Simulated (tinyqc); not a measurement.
Inside a calculation. Model: Debye-Callaway model of lattice thermal conductivity. Computed by tinyqc, a small Python program that keeps every step. Command: `OMP_NUM_THREADS=1 python tinyqc.py 3026241 3026242 out.jsonl callaway walk`. One thread of a shared host (Intel(R) Xeon(R) Processor @ 2.30GHz), about 0.01 s of CPU time with the checks. Intermediate numbers are printed to about 6 digits and carried at full precision; extremes and crossings named in words are read from the listed rows.

Three acoustic branches with one velocity v, cut at omega_D = k_B Theta/hbar; x = hbar omega/(k_B T). v and Theta are separate inputs: Theta cuts off the heat-carrying modes, so C need not reach 3 k_B/V. gamma is an effective value that sets the umklapp rate.

Inputs (values chosen for the exercise, modelled on silicon carbide):
```
quantity,value,unit
sound velocity v,8550,m/s
Debye temperature Theta,1090,K
volume per atom V,10.4,angstrom^3
mean atomic mass M,20.05,u
effective Grueneisen parameter gamma,2.41,-
umklapp exponent divisor b,3,-
alloy fraction f,0.33,-
mass difference Delta M,4.55,u
Casimir length L,75,micrometre
normal-process factor f_N,2.3,-
temperature T,300,K
probe frequency omega/omega_D,0.87,-
```

Sample: crystal. Point defects: alloy. Normal processes: included.

Constants: k_B = 1.380649e-23 J/K; hbar = 1.054571817e-34 J s; u = 1.6605390666e-27 kg.

## Mass-fluctuation parameter

For a random alloy on all sites Gamma = f (1 - f) (Delta M/M)^2, with M the mean mass; strain-field scattering is left out. A = V Gamma/(4 pi v^3).

Gamma = 0.0113863

Rayleigh coefficient A = 1.50768e-44 s^3

## Scattering rates at one frequency

Rates: point defects A omega^4; umklapp B omega^2 T exp(-Theta/(b T)) with B = hbar gamma^2/(M v^2 Theta); normal processes f_N B omega^2 T (T/Theta)^2. Boundaries: v/L. The resistive time is tau_R = 1/(boundary + point-defect + umklapp rates), and the free path is v tau_R.

omega = 1.24152e+14 rad/s

Rates:
```
process,rate (1/s),rate x tau_R
boundaries,1.14e+08,2.92302e-05
point defects,3.58195e+12,0.918432
umklapp,3.18007e+11,0.0815387
normal,1.86008e+11,0.0476936
```

tau_R = 2.56406e-13 s

free path = 2.19227 nm

The strongest resistive process at this frequency: point defects, 92 % of the resistive rate.

## The integrand on a coarse grid

x runs in ten equal steps to min(Theta/T, 12); g = x^4 e^x/(e^x - 1)^2; tau_C is the inverse of all rates summed; the last column is c tau_C g with c = (k_B/(2 pi^2 v)) (k_B T/hbar)^3.

Integrand:
```
x,g,tau_C (s),c tau_C g (W/(m K))
0.36333,0.13057,1.35169e-10,87.4755
0.72667,0.50541,2.72083e-11,68.1581
1.09000,1.07714,9.03437e-12,48.2328
1.45333,1.77660,3.74929e-12,33.0151
1.81667,2.52483,1.79418e-12,22.4528
2.18000,3.24532,9.52255e-13,15.3173
2.54333,3.87405,5.47169e-13,10.5065
2.90667,4.36569,3.34757e-13,7.2436
3.27000,4.69574,2.15441e-13,5.0142
3.63333,4.85901,1.44543e-13,3.4811
```

The integrand is largest at the lowest frequency shown, whose long lifetime outweighs its small heat capacity.

## Thermal conductivity

kappa_1 = c int tau_C g dx, g = x^4 e^x/(e^x - 1)^2, c = (k_B/(2 pi^2 v)) (k_B T/hbar)^3, over 0 < x < min(Theta/T, 40), by 96 Gauss-Legendre points in s with x = x_max s^2; 1/tau_C = 1/tau_R + 1/tau_N; kappa_2 = c [int (tau_C/tau_N) g dx]^2 / int (tau_C/(tau_N tau_R)) g dx; kappa = kappa_1 + kappa_2. Heat capacity C = 3 c int g dx / v^2; grey free path 3 kappa/(C v); the median free path v tau_C halves kappa_1 when the quadrature points are ordered by free path (each counted at half its weight, interpolated in the logarithm); likewise at 10 % and 90 %.

kappa_1 = 120.274 W/(m K)

kappa_2 = 2.34420 W/(m K)

kappa = 122.618 W/(m K)

heat capacity C = 1.81937e+06 J/(m^3 K)

grey free path = 23.6478 nm

median free path = 191.653 nm

free path at 10 % of kappa_1 = 8.55306 nm

free path at 90 % of kappa_1 = 4489.64 nm

The median free path is 8.1 times the grey one: a small share of the heat capacity, at low frequency, carries much of the heat. The middle 80 % of kappa_1 spans a factor 520 in free path. The Callaway term kappa_2 is 1.9 % of the total.

## Leaving out one process at a time

The formulas are those given above.

Conductivity at T:
```
case,kappa (W/(m K)),ratio to all
all processes,122.618,1
without point defects,329.887,2.69036
without boundaries,129.531,1.05638
without umklapp,215.407,1.75673
```

Removing point defects raises kappa most, by a factor 2.69; removing boundaries gives only 1.06.

## Conductivity against temperature

The boundary limit is C v^2/(3 x boundary rate), with C = 3 c int g dx / v^2.

Kappa (W/(m K)):
```
T (K),all processes,without point defects,boundary limit
11,40.5829,55.6737,55.6737
22,145.889,445.389,445.390
38,268.928,2286.59,2295.21
65,372.704,6331.31,11484.8
110,359.659,2378.36,54078.0
190,214.812,750.471,201411
330,108.819,280.144,425873
540,57.9001,123.230,571800
870,31.0926,57.8461,643484
1400,17.5849,28.8499,674503
```

kappa peaks among these rows at 65 K (T/Theta = 0.060) with 373 W/(m K). The exponent d ln kappa/d ln T is 1.85 at the cold end and -1.20 at the hot end. The normal rate is taken to grow as T^3 at all T, which overstates it above Theta. Point defects cost most at 65 K, a factor 17.0.

Checks made by the program: heat capacity against the Debye function (relative difference below 1e-10).
